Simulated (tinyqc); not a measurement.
Monte Carlo simulation of one carrier in a uniform electric field: one step, computed by the program tinyqc. Command: `OMP_NUM_THREADS=1 python tinyqc.py 3007253 3007254 out.jsonl mcfl walk`. One thread of a shared host (Intel(R) Xeon(R) Processor @ 2.30GHz), about 2 s of CPU time with the checks.

The force e F acts along +z. Flights end at the constant total rate Gamma; the part of Gamma that the real rates do not fill is self-scattering, which leaves k unchanged. One valley, no impurities and no intervalley scattering.

Question. Flight 2. Kane band: hbar^2 k^2/(2 m) = E (1 + alpha E), speed v = hbar k/(m (1 + 2 alpha E)), states per spin, volume and energy g(E) = m k (1 + 2 alpha E)/(2 pi^2 hbar^2); overlap factors are set to 1. Masses are multiplied by m_0 and all formulas are in SI units. Flight: t = -ln(r1)/Gamma; k_z grows by e F t/hbar; E follows from the band; dz = (E_end - E_start)/(e F). Use row 2 of the random numbers.

Inputs (values chosen for the exercise, modelled on CdTe):

| quantity | value | unit |
|---|---|---|
| effective mass m | 0.0963 | m_0 |
| non-parabolicity alpha | 0.49 | 1/eV |
| lattice temperature T | 100 | K |
| electric field F | 0.11 | kV/cm |

Crystal: polar. Band: Kane.

k after event 1, the start of the next flight (1/nm): 0.0454013  -0.1601715  -0.1389025

Random numbers (0.02 to 0.98, from up to 60 sets tried for early real events), one row a flight:
```
       r1      r2      r3      r4
1  0.4737  0.6293  0.6654  0.8133
2  0.2376  0.8490  0.4438  0.2417
3  0.2733  0.8688  0.5850  0.6941
4  0.0350  0.1003  0.5641  0.3557
5  0.6833  0.7156  0.1709  0.0218
6  0.5501  0.3366  0.2419  0.8347
7  0.5569  0.4454  0.4841  0.3075
```

Gamma = 18.69590 1e12/s

Constants: e = 1.602176634e-19 C; hbar = 1.054571817e-34 J s; m_0 = 9.1093837015e-31 kg.

Give: flight time t; k at the end of the flight; energy at the end; displacement dz.

Answer.

flight time t = 76.87 fs

k at the end of the flight (1/nm): 0.0454  -0.1602  -0.1376

energy at the end = 18.29 meV

displacement dz = -12.55 nm
